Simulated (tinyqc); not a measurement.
Free and trapped electrons in a MOS channel with a dense trap tail: one step of the calculation.

p-type body, charge-sheet picture, full ionisation (an idealisation for deep acceptors), Boltzmann statistics for free electrons. e = Ec - EF at the surface. Acceptor-like traps of density D(E) = D0 + De exp(-E/Ew) at depth E below Ec, from 0 to Eu, hold n_t = integral of D(E)/(1 + exp((e - E)/Vt)). psi = Eg - Vt ln(Nv/Na) - e; N_dep = sqrt(2 eps0 eps_r Na (psi - Vt)/q); n_f = sqrt(N_dep^2 + 2 eps0 eps_r Vt Nc exp(-e/Vt)/q) - N_dep; Vg = Vfb + psi + q (N_dep + n_t + n_f)/Cox, Cox = eps0 eox/tox.

Question. Charges and gate voltage. psi, N_dep, n_f and Vg as defined, with the n_t given; free share n_f/(n_f + n_t); apparent mobility mf n_f/(n_f + n_t); gate voltage spent on traps q n_t/Cox.

Parameters, values chosen for the exercise; band and dielectric values close to those of silicon:
```
symbol,value,unit,meaning
T,300,K,temperature
Eg,1.13,eV,band gap
eps_r,11.8,,relative permittivity
Nc,2.77e19,cm^-3,conduction-band density of states at T
Nv,2.64e19,cm^-3,valence-band density of states at T
eox,3.9,,relative permittivity of the insulator
tox,63,nm,insulator thickness
Na,6.6e15,cm^-3,acceptor density
Vfb,-0.71,V,flat-band voltage without trapped charge
mf,220,cm^2/(V s),mobility of free electrons
e,0.195,eV,Ec - EF at the surface
```

Constants: q = 1.602176634e-19 C, kB = 1.380649e-23 J/K, Vt = kB T/q, eps0 = 8.8541878128e-14 F/cm where lengths are in cm. Results are converted to the units shown.

n_t = 6.3424772e11 cm^-2

Find: psi; N_dep; n_f; Vg; free share; apparent mobility; gate voltage spent on traps.

Answer.

psi = 0.7206 V
N_dep = 2.445e11 cm^-2
n_f = 9.917e9 cm^-2
Vg = 2.608 V
free share = 1.539 %
apparent mobility = 3.387 cm^2/(V s)
gate voltage spent on traps = 1.854 V

tinyqc, about 0.02 s, one thread, Intel Xeon 2.30GHz (shared host): `OMP_NUM_THREADS=1 python tinyqc.py 2222025 2222026 out.jsonl`
